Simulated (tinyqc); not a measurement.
# Changing the film density rho

Model: X-ray reflectivity of a thin film on silicon: critical angles, Parratt recursion, fringes and roughness. Computed by tinyqc, a small Python program. Command: `OMP_NUM_THREADS=1 python tinyqc.py 3121162 3121163 out.jsonl xrr sweep`. One thread of a shared host (Intel(R) Xeon(R) Processor @ 2.30GHz), about 0.01 s of CPU time with the checks.

n = 1 - delta + i beta; the classical electron radius is r_e = 2.8179403e-6 nm. Layer 0 is vacuum, 1 the film, 2 the substrate.

Inputs (values chosen for the exercise, modelled on copper on silicon, copper K-alpha radiation):
```
quantity                                        value     unit
wavelength lambda                             0.15406       nm
effective electrons per unit mass, film         0.459    mol/g
beta/delta, film                                0.024        -
film thickness d                                 13.8       nm
roughness of the surface sigma_1                 0.79       nm
roughness of the interface sigma_2               0.79       nm
substrate density                                2.33   g/cm^3
effective electrons per unit mass, substrate    0.507    mol/g
beta/delta, substrate                           0.023        -
grazing angle theta                              1.43  degrees
```

Constants: N_A = 6.02214076e+23 1/mol.

Method:
- delta = r_e lambda^2 rho_e/(2 pi), rho_e = density x electrons per mass x N_A; critical angle sqrt(2 delta), q_c = 4 sqrt(pi r_e rho_e).
- k_j = (2 pi/lambda) sqrt(sin^2 theta - 2 delta_j + 2 i beta_j); r_ij = (k_i - k_j)/(k_i + k_j) x exp(-2 k_i k_j sigma^2) (Nevot-Croce); r = (r_01 + r_12 p)/(1 + r_01 r_12 p), p = exp(2 i k_1 d); R = |r|^2.
- Far above the critical angle the period is d theta = lambda/(2 d), or 2 pi/d in q; the envelope runs between (|r_01| - |r_12 p|)^2 and (|r_01| + |r_12 p|)^2; contrast = 2 a b/(a^2 + b^2) with a = |r_01|, b = |r_12 p|; roughness factors on the amplitudes are about exp(-q^2 sigma^2/2).

One run for each value:
```
film density rho (g/cm^3)  critical angle of the film (degrees)  contrast  reflectivity R
4.38                                                     0.2909    0.7118       1.575e-05
5.19                                                     0.3166    0.8091       2.422e-05
6.00                                                     0.3405    0.8648       3.388e-05
6.81                                                     0.3627    0.8991       4.432e-05
7.62                                                     0.3837    0.9216       5.504e-05
8.44                                                     0.4038    0.9372       6.567e-05
9.25                                                     0.4227    0.9482       7.540e-05
10.10                                                    0.4417    0.9565       8.423e-05
```

Describe and explain the trends.

Over the rows, critical angle of the film (degrees) rises from 0.291 to 0.442 (exponent d ln y / d ln x about 0.50 throughout); contrast rises from 0.712 to 0.957 (exponent d ln y / d ln x 0.76 between the first rows and 0.10 between the last); reflectivity R rises from 1.58e-5 to 8.42e-5 (exponent d ln y / d ln x 2.5 between the first rows and 1.3 between the last). The exponent of critical angle of the film stays at 0.50: delta is proportional to the density.
